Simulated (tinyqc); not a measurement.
Inside a calculation. Model: electron mobility of a polar semiconductor by Rode's iterative solution of the Boltzmann equation. Computed by tinyqc, a small Python program that keeps every step. Command: `OMP_NUM_THREADS=1 python tinyqc.py 3000382 3000383 out.jsonl rode walk`. One thread of a shared host (Intel(R) Xeon(R) Processor @ 2.30GHz), about 0.01 s of CPU time with the checks. Intermediate numbers are printed to about 7 digits and carried at full precision; extremes and crossings named in words are read from the listed rows.

The distribution is f(E) + e F l(E) (-df/dE) cos(theta) for a weak field F, theta counted from the force; l(E) is a mean free path. Elastic processes enter by their momentum rate, polar optical phonons by out- and in-scattering terms. One valley only: where upper valleys lie close, measured mobilities are lower. The density n is prescribed, even where a narrow-gap material would have more intrinsic carriers.

Inputs (values chosen for the exercise, for a model polar semiconductor):
```
quantity                               value    unit
effective mass m                       0.082     m_0
static permittivity eps_s                7.5       -
high-frequency permittivity eps_inf     4.16       -
density rho                             3290  kg/m^3
sound velocity v_l                      4330     m/s
acoustic deformation potential D_A       5.9      eV
optical phonon energy hbar w            24.1     meV
electron density n                   1.8e+18  1/cm^3
compensation ratio C                       0       -
temperature T                            500       K
grid points per phonon energy s            8       -
iteration cap                            200       -
```

Band: parabolic. Elastic processes: acoustic, impurity.

Constants: k_B = 8.617333262e-05 eV/K; m_0 = 9.1093837015e-31 kg; e = 1.602176634e-19 C; hbar = 1.054571817e-34 J s; eps_0 = 8.8541878128e-12 F/m; k_B = 1.380649e-23 J/K; hbar = 6.582119569e-16 eV s.

## Fermi level and screening

Parabolic band: E = hbar^2 k^2/(2 m), speed v = hbar k/m, states per spin, volume and energy g(E) = m k/(2 pi^2 hbar^2). Masses are multiplied by m_0 and all formulas are in SI units. The reduced Fermi level eta = E_F/(k_B T) solves n = 2 Z int g f dE with f = 1/(1 + exp(x - eta)) (Z = 1 unless valleys are given); screening length L_s = sqrt(eps_s eps_0 k_B T/(e^2 dn/deta)), dn/deta = 2 Z int g f (1 - f) dE. Integrals over x = E/(k_B T) use 160 Gauss-Legendre points in u = sqrt(x) from 0 to sqrt(max(eta, 0) + 32). N_I = n (1 + C)/(1 - C).

reduced Fermi level eta = 0.8428496

screening length L_s = 3.836056 nm

ionised impurity density N_I = 1.80e+18 1/cm^3

Caution: the gas is degenerate, and screening of the polar coupling, left out here, would raise the mobility.

## Rates on one ladder of the grid

Phonon occupation N_q = 1/(exp(hbar w/(k_B T)) - 1). Acoustic deformation potential (elastic, equipartition, absorption and emission together): 1/tau = 2 pi k_B T D_A^2 g(E)/(hbar rho v_l^2). Singly charged impurities, momentum relaxation: 1/tau = N_I e^4 m (1 + 2 alpha E) Phi/(8 pi (eps_s eps_0)^2 hbar^3 k^3), with alpha = 0 for a parabolic band. Brooks-Herring: Phi = ln(1 + b) - b/(1 + b), b = 4 k^2 L_s^2. Polar optical, unscreened: W = e^2 w (1/eps_inf - 1/eps_s) m (1 + 2 alpha E') ln|(k + k')/(k - k')| / (4 pi eps_0 hbar^2 k), times N_q for absorption (E' = E + hbar w) and N_q + 1 for emission (E' = E - hbar w > 0), with alpha = 0 for a parabolic band; mean cosine of the angle <cos> = (k^2 + k'^2)/(2 k k') - 1/ln|(k + k')/(k - k')|. Energy grid E_j = (j + 1/2) hbar w/s, j = 0, 1, ..., up to (max(eta, 0) + 18) k_B T, so that E_j +/- hbar w are grid points; l = 0 beyond the grid; integrals are sums times the spacing. With f' = f(E'): out-scattering S_o = sum over absorption and emission of W (1 - f')/(1 - f); nu = sum of elastic rates; the in-scattering weights are c+ = W_abs <cos> (1 - f')/(1 - f) for E' = E + hbar w and c- likewise for emission.

Points j = s/2, s/2 + s, ... (the first seven rungs, or as many as the grid holds), rates in 1e12/s:
```
E (meV)    v (m/s)        nu       S_o        c+        c-
13.5563   241150.7  50.63081   90.0320  37.09190   0.00000
37.6562   401917.9  27.93416  126.0087  41.82891  20.77721
61.7563   514706.0  18.89487  129.8499  40.21188  35.58482
85.8563   606882.7  14.24717  128.3424  37.94892  42.83091
109.9562  686797.5  11.46759  126.3695  36.02236  47.19914
134.0563  758337.1   9.64331  124.2114  34.54168  49.82651
158.1562  823686.5   8.36888  121.8519  33.41534  51.25643
```

Points one phonon energy apart are coupled only to each other, so the grid falls into s independent ladders.

## The first two iterations on one ladder of the grid

Iteration: l_new(E) = [v(E) + c+ l(E + hbar w) + c- l(E - hbar w)]/(nu + S_o), from l = 0.

l after iteration 1 (nm): 1.714389  2.610825  3.460330  4.256152  4.982676  5.665373  6.325310

l after iteration 2 (all rungs but the last shown) (nm): 2.402847  3.782443  5.235543  6.621657  7.920687  9.152408

In-scattering lengthens l on the lowest rung by 40.2 % and on the second by 44.9 % in this step.

## The whole iteration

mu = e sum g v l f (1 - f) / (3 k_B T sum g f) over the grid; stop when mu changes by less than 1e-8 of itself.

Course of the iteration:
```
iteration  mu (cm^2/(V s))  relative change
1                 159.7301     1.000000e+00
2                 255.4373     3.746798e-01
3                 313.5156     1.852485e-01
4                 349.1047     1.019438e-01
5                 371.0943     5.925622e-02
6                 384.7778     3.556217e-02
7                 393.3465     2.178395e-02
...                    ...              ...
37                408.2396     7.612710e-08
38                408.2397     5.170347e-08
39                408.2397     3.516190e-08
40                408.2397     2.394312e-08
41                408.2397     1.632410e-08
42                408.2397     1.114302e-08
43                408.2397     7.615306e-09
```

mobility mu = 408.2397 cm^2/(V s)

iterations = 43

Converged in 43 iterations; mu rises at every step, from 159.7 to 408.2, since each step returns more of the forward-scattered current.

## Approximations against the iterative solution

Self-energy RTA: l = v/(nu + S_o), the first iteration. Momentum RTA: l = v/(nu + S_o - c+ v(E + hbar w)/v - c- v(E - hbar w)/v), listed only where the denominator is positive on the whole grid. The polar-only value solves the same system with nu = 0; the elastic value takes l = v/nu.

Mobilities:
```
method                              mu (cm^2/(V s))  deviation (%)
iterative solution                          408.240         0.0000
self-energy RTA                             159.730       -60.8735
momentum RTA                                410.649         0.5901
polar phonons alone, exact                  513.040        25.6714
elastic processes alone                    2157.165       428.4065
Matthiessen's rule on the last two          414.467         1.5255
```

self-energy RTA mobility = 159.7301 cm^2/(V s)

polar-phonon mobility = 513.0404 cm^2/(V s)

elastic mobility = 2157.165 cm^2/(V s)

error of the self-energy RTA = -60.87345 %

The self-energy RTA is 60.9 % low: it counts every polar event as a full loss of current, though forward events keep part of it. Here hbar w/k_B T = 0.56. Matthiessen's rule is 1.5 % high. The momentum RTA deviates by +0.6 %.

Checks made by the program: iterated mobility against a direct solution of the banded linear system (relative difference 2e-08).
